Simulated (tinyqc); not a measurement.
The 3-omega method: a line heater on a substrate with a thin film: one step, computed by the program tinyqc. Command: `OMP_NUM_THREADS=1 python tinyqc.py 3026337 3026338 out.jsonl threeomega walk`. One thread of a shared host (Intel(R) Xeon(R) Processor @ 2.30GHz), about 0.01 s of CPU time with the checks.

A current at angular frequency omega = 2 pi f heats the line at 2 omega with the amplitude P per length; the temperature swing Delta T at 2 omega gives a voltage at 3 omega. The substrate is taken as semi-infinite and isotropic, and the heat capacity of heater and film is left out.

Problem. The film adds a constant step. One-dimensional flow across the film: Delta T_f = P (t/kappa_f + R_i)/(2 b); total in-phase swing Delta T = Delta T_s + Delta T_f; third-harmonic amplitude V_3 = V_1 beta |Delta T|/2 with the out-of-phase part included; the apparent film conductivity is t/(t/kappa_f + R_i).

Inputs (values chosen for the exercise, modelled on alumina on germanium):
```
quantity                                    value        unit
heater half-width b                           5.7  micrometre
power amplitude per length P                  6.5         W/m
film thickness t                              510          nm
film conductivity kappa_f                     1.6     W/(m K)
interface resistance R_i                       19    m^2 K/GW
temperature coefficient of resistance beta    2.5      1e-3/K
voltage amplitude V_1                        0.53           V
```

in-phase Delta T_s = 0.1161350 K

out-of-phase Delta T_s = -0.02733034 K

Give: Delta T_f; total in-phase swing; V_3; apparent film conductivity; film share of the in-phase swing.

Solution.

Delta T_f = 0.1926 K

total in-phase swing = 0.3087 K

V_3 = 0.2053 mV

apparent film conductivity = 1.510 W/(m K)

film share of the in-phase swing = 0.6238

The interface lowers the apparent conductivity by 6 %. The film gives a large part of the signal.
